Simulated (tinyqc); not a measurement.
Permittivity and interlayer from two capacitances.

Problem. A two-layer stack has Cox = eps0/(t1/e1 + t2/e2) and EOT = 3.9 eps0/Cox. Find e2, the EOT of layer 1 and, with e1 given, t1.

Parameters, values chosen for the exercise: relative permittivity of layer 1 e1 = 4.01.

Constants: eps0 = 8.8541878128e-14 F/cm where lengths are in cm. Results are converted to the units shown.

Cox at t2 = 2.4 and 8.3 nm (uF/cm^2): [3.2999401, 1.7751606]

Answer. EOT is linear in t2 with slope 3.9/e2, and its intercept is the EOT of layer 1.

e2 = 25.6
EOT of layer 1 = 0.681 nm
t1 = 0.700 nm

tinyqc, about 0.01 s, one thread, Intel Xeon 2.30GHz (shared host): `OMP_NUM_THREADS=1 python tinyqc.py 2010020 2010021 out.jsonl`
